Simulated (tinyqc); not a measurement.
Gate-all-around wire with two subbands, quantum capacitance: two steps of the calculation.

phi is the Fermi level above the lowest subband edge, in volts; Vg is counted from the gate voltage at which an empty wire would have phi = 0. Both directions of motion are filled (equilibrium).

Inputs (values chosen for the exercise): temperature T = 150 K; relative permittivity of the gate insulator (close to silicon dioxide) eox = 3.9; insulator thickness tox = 18 nm; mass along the wire md = 0.071 m0; valley degeneracy gv = 2; second subband above the first E2 = 0.28 eV; orbital degeneracy of the second subband g2 = 2; radius of the wire rw = 2.1 nm; gate voltage Vg = 1.07 V.

Constants: q = 1.602176634e-19 C, kB = 1.380649e-23 J/K, hbar = 1.054571817e-34 J s, m0 = 9.1093837015e-31 kg, Vt = kB T/q, eps0 = 8.8541878128e-14 F/cm where lengths are in cm. Results are converted to the units shown.

Problem 1. Gate capacitance. Cox = 2 pi eps0 eox/ln(1 + tox/rw) per length.

Wanted: Cox.

Solution 1.

Cox = 0.9605 pF/cm

Problem 2. New phi. N1 = gv sqrt(2 md m0 kB T/(pi hbar^2)); n1 = N1 F(phi/Vt), n2 = g2 N1 F((phi - E2)/Vt), n = n1 + n2, F(e) = (1/sqrt(pi)) int_0^infinity u^(-1/2) du/(1 + exp(u - e)); Cq = q dn/dphi = (q N1/Vt) [F'(phi/Vt) + g2 F'((phi - E2)/Vt)]. Newton: f = phi + q (n)/Cox - Vg, phi(new) = phi - f/(1 + (Cq)/Cox).

phi after iteration 2 = 0.10873774 V
Cox = 0.96054739 pF/cm

Wanted: n1; n2; Cq; f; phi after iteration 3.

Solution 2.

n1 = 5.695e6 cm^-1
n2 = 6.169 cm^-1
Cq = 4.312 pF/cm
f = -0.01127 V
phi after iteration 3 = 0.1108 V

Program tinyqc, `OMP_NUM_THREADS=1 python tinyqc.py 2200018 2200019 out.jsonl`; Intel Xeon 2.30GHz, shared host, one thread, about 0.01 s.
